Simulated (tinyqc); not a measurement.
p-i-n power rectifier, conductivity modulation at high injection: two steps of the calculation.

A drift layer from x = -d to d (2 d = W) between ideal p+ and n+ emitters (no recombination in them). High injection, n = p, ambipolar diffusion with one lifetime; both mobilities scale as (T/300 K)^(-bt).

Parameters, values chosen for the exercise; bulk values close to those of 4H silicon carbide:
- T = 400 K (temperature)
- eps_r = 9.72 (relative permittivity)
- Kc = 23100 V/cm per (cm^-3)^(1/8) (critical-field constant)
- BV = 13000 V (rated breakdown voltage of the drift layer)
- mud = 804 cm^2/(V s) (drift mobility at 300 K)
- bt = 2.5 (temperature exponent of the drift mobility)
- mup = 110 cm^2/(V s) (hole mobility at 300 K)
- J = 50 A/cm^2 (forward current density)
- tau = 1e-5 s (high-level lifetime)

Constants: q = 1.602176634e-19 C, kB = 1.380649e-23 J/K, Vt = kB T/q, eps0 = 8.8541878128e-14 F/cm where lengths are in cm. Results are converted to the units shown.

Problem 1. Drift layer. Triangular field at breakdown with Ec = Kc N^(1/8): BV = eps0 eps_r Ec^2/(2 q N), so N = (eps0 eps_r Kc^2/(2 q BV))^(4/3); W = 2 BV/Ec; mu = mud (T/300 K)^(-bt); rho = 1/(q mu N); ideal resistance rho W.

Find: N; Ec; W; mu; rho; ideal resistance.

Solution 1.

N = 5.286e14 cm^-3
Ec = 1.600 MV/cm
W = 162.5 um
mu = 391.7 cm^2/(V s)
rho = 30.15 ohm cm
ideal resistance = 490.0 mohm cm^2

Problem 2. Carrier profile. Da = 2 mun mup Vt/(mun + mup), La = sqrt(Da tau), B = (mun - mup)/(mun + mup) with mun = mud (T/300 K)^(-bt), mup likewise; n(x) = (tau J/(2 q La)) [cosh(x/La)/sinh(d/La) - B sinh(x/La)/cosh(d/La)]. 11 equal steps.

W = 162.54321 um

Give: Da; La; B; x; n.

Solution 2.

Da = 3.2495 cm^2/s
La = 57.005 um
B = 0.75930

| point | x (um) | n (cm^-3) |
|---|---|---|
| 0 | -81.272 | 4.9243e17 |
| 1 | -66.495 | 3.8283e17 |
| 2 | -51.718 | 2.9911e17 |
| 3 | -36.942 | 2.3559e17 |
| 4 | -22.165 | 1.8799e17 |
| 5 | -7.388 | 1.5309e17 |
| 6 | 7.388 | 1.2854e17 |
| 7 | 22.165 | 1.1267e17 |
| 8 | 36.942 | 1.0442e17 |
| 9 | 51.718 | 1.0323e17 |
| 10 | 66.495 | 1.0900e17 |
| 11 | 81.272 | 1.2215e17 |

d/La = 1.43.

tinyqc, about 0.01 s, one thread, Intel Xeon 2.30GHz (shared host): `OMP_NUM_THREADS=1 python tinyqc.py 2230018 2230019 out.jsonl`
